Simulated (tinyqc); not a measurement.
Inside a calculation. Method: CIS and TDHF on RHF in the sto-6g basis, frozen core, for BeH2, spin multiplicity 1. One step of it, computed by the program tinyqc.

Question. TDHF (RPA) triplet states. B(ia,jb) = - (ib|ja); the squared energies are the eigenvalues of (A - B)(A + B); 1 hartree = 27.211386 eV.

CIS matrix A, triplet (hartree):
```
          2>4       2>5        2>6        2>7       3>4       3>5        3>6        3>7
2>4  0.304552  0.000000   0.000000   0.000000  0.000000  0.000000   0.000000   0.000000
2>5  0.000000  0.304552   0.000000   0.000000  0.000000  0.000000   0.000000   0.000000
2>6  0.000000  0.000000   0.565634   0.000000  0.000000  0.000000   0.000000  -0.144592
2>7  0.000000  0.000000   0.000000   1.079245  0.000000  0.000000  -0.144592   0.000000
3>4  0.000000  0.000000   0.000000   0.000000  0.282871  0.000000   0.000000   0.000000
3>5  0.000000  0.000000   0.000000   0.000000  0.000000  0.282871   0.000000   0.000000
3>6  0.000000  0.000000   0.000000  -0.144592  0.000000  0.000000   0.522638   0.000000
3>7  0.000000  0.000000  -0.144592   0.000000  0.000000  0.000000   0.000000   1.027514
```

Two-electron integrals over orbitals (pq|rs), unique and non-zero (hartree); the lowest 1 orbital is frozen and left out:
```
(22|22) 0.407472    (32|32) 0.166897    (33|22) 0.421178    (33|33) 0.444018
(42|42) 0.049843    (43|43) 0.015408    (44|22) 0.374383    (44|33) 0.363598
(44|44) 0.450117    (52|52) 0.049843    (53|53) 0.015408    (54|54) 0.024258
(55|22) 0.374383    (55|33) 0.363598    (55|44) 0.401601    (55|55) 0.450117
(62|22) -0.028919   (62|33) -0.050708   (62|44) 0.047263    (62|55) 0.047263
(62|62) 0.076740    (63|32) -0.095933   (63|63) 0.082329    (64|42) 0.047634
(64|64) 0.051689    (65|52) 0.047634    (65|65) 0.051689    (66|22) 0.404948
(66|33) 0.415478    (66|44) 0.373738    (66|55) 0.373738    (66|62) -0.036572
(66|66) 0.418507    (72|32) -0.047667   (72|63) 0.061720    (72|72) 0.057644
(73|22) -0.010077   (73|33) -0.024294   (73|44) 0.054516    (73|55) 0.054516
(73|62) 0.071972    (73|66) -0.028532   (73|73) 0.081241    (74|43) 0.013872
(74|74) 0.016212    (75|53) 0.013872    (75|75) 0.016212    (76|32) 0.144592
(76|63) -0.096422   (76|72) -0.059481   (76|76) 0.142681    (77|22) 0.439300
(77|33) 0.458564    (77|44) 0.395459    (77|55) 0.395459    (77|62) -0.043813
(77|66) 0.446381    (77|73) -0.019050   (77|77) 0.502811
```

Give: TDHF matrix B, triplet; squared energies w^2; TDHF energies from the positive w^2.

Answer.

TDHF matrix B, triplet (hartree):
```
         2>4      2>5      2>6      2>7      3>4      3>5      3>6      3>7
2>4  -0.0498   0.0000   0.0000   0.0000   0.0000   0.0000   0.0000   0.0000
2>5   0.0000  -0.0498   0.0000   0.0000   0.0000   0.0000   0.0000   0.0000
2>6   0.0000   0.0000  -0.0767   0.0000   0.0000   0.0000   0.0000  -0.0617
2>7   0.0000   0.0000   0.0000  -0.0576   0.0000   0.0000  -0.0720   0.0000
3>4   0.0000   0.0000   0.0000   0.0000  -0.0154   0.0000   0.0000   0.0000
3>5   0.0000   0.0000   0.0000   0.0000   0.0000  -0.0154   0.0000   0.0000
3>6   0.0000   0.0000   0.0000  -0.0720   0.0000   0.0000  -0.0823   0.0000
3>7   0.0000   0.0000  -0.0617   0.0000   0.0000   0.0000   0.0000  -0.0812
```

squared energies w^2 (hartree^2): 0.0798  0.0798  0.0903  0.0903  0.2223  0.2606  1.1368  1.2370

TDHF energies from the positive w^2 (eV): 7.6859  7.6859  8.1755  8.1755  12.8303  13.8924  29.0128  30.2641
